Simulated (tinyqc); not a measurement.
Tunnelling through a gate dielectric with the two-band (Franz) dispersion, WKB transmission and Tsu-Esaki current: two steps of the calculation.

Electrons leave the emitter at x = 0. Energies E (motion across the layers) are in eV from the emitter Fermi level; the collector Fermi level lies at -V and offers states at every E. No charge in the dielectric and no image force: F1 = V/t1, U = phi1 - F1 x. With C = hbar^2/(2 m0), kappa = sqrt(m u (1 - u/Egx)/C), u = U - E where U > E and 0 elsewhere; T(E) = exp(-S), S = 2 times the integral of kappa over x.

Inputs (values chosen for the exercise); dielectric values close to those of zirconium oxide: temperature T = 77 K; Fermi energy of the emitter above its band bottom Ef = 0.37 eV; emitter mass in the supply function me = 0.74 m0; barrier of layer 1 above the emitter Fermi level at zero bias phi1 = 1.41 eV; tunnelling mass of layer 1 m1 = 0.26 m0; thickness of layer 1 t1 = 4.4 nm; gap parameter of the two-band dispersion, set freely Egx = 4.2 eV; voltage across the dielectric V = 1.7 V; energy of the electron followed E = 0.19 eV; lower end of the energy grid Ea = -0.37 eV; upper end of the energy grid Eb = 0.065 eV; points of the energy grid nE = 13.

Constants: q = 1.602176634e-19 C, kB = 1.380649e-23 J/K, hbar = 1.054571817e-34 J s, m0 = 9.1093837015e-31 kg, Vt = kB T/q, hbar^2/(2 m0) = 0.0380998212 eV nm^2. Results are converted to the units shown.

Question 1. WKB exponent in closed form. Each layer adds (2/F) sqrt(m/C) [G(u at its left edge) - G(u at its right edge)] to S, with u = U - E (0 where negative) and G(u) = Egx^1.5 (th - sin(4 th)/4)/4, th = arcsin sqrt(u/Egx). The slope follows from 1/d = -dS/dE.

Give: S; T(E); energy d over which T(E) grows by a factor e.

Answer 1.

S = 11.03
T(E) = 1.625e-5
energy d over which T(E) grows by a factor e = 0.07948 eV

The midpoint rule gives S = 11.076, so its T(E) is 4.7 % below this value. The band edge of layer 1 drops below E inside the layer: the barrier there is triangular (the Fowler-Nordheim case).

Question 2. Current density on a coarse energy grid. J = J0 times the integral of T(E) N(E) dE, N = ln[(1 + exp(-E/Vt))/(1 + exp((-E - V)/Vt))], J0 = q^2 me m0 kB T/(2 pi^2 hbar^3) (times 1e-4 for A/cm^2 per eV), by Simpson's rule on nE equally spaced points from Ea to Eb.

Wanted: E; T(E); N; T(E) N; J0; J.

Answer 2.

```
point	E (eV)	T(E)	N	T(E) N
0	-0.37000	1.2048e-8	55.762	6.7183e-7
1	-0.33375	1.7533e-8	50.299	8.8188e-7
2	-0.29750	2.6627e-8	44.836	1.1938e-6
3	-0.26125	4.3323e-8	39.372	1.7057e-6
4	-0.22500	7.0772e-8	33.909	2.3998e-6
5	-0.18875	1.1539e-7	28.446	3.2823e-6
6	-0.15250	1.8772e-7	22.983	4.3144e-6
7	-0.11625	3.0471e-7	17.520	5.3384e-6
8	-0.08000	4.9338e-7	12.057	5.9485e-6
9	-0.04375	7.9678e-7	6.5948	5.2547e-6
10	-0.00750	1.2831e-6	1.4102	1.8094e-6
11	0.02875	2.0603e-6	0.013045	2.6875e-8
12	0.06500	3.2976e-6	5.5671e-5	1.8358e-10
```

J0 = 7.9462e7 A/(cm^2 eV)
J = 94.061 A/cm^2

The integrand peaks at E = -0.0800 eV among these points.

tinyqc, about 0.02 s, one thread, Intel Xeon 2.30GHz (shared host): `OMP_NUM_THREADS=1 python tinyqc.py 2540068 2540069 out.jsonl`
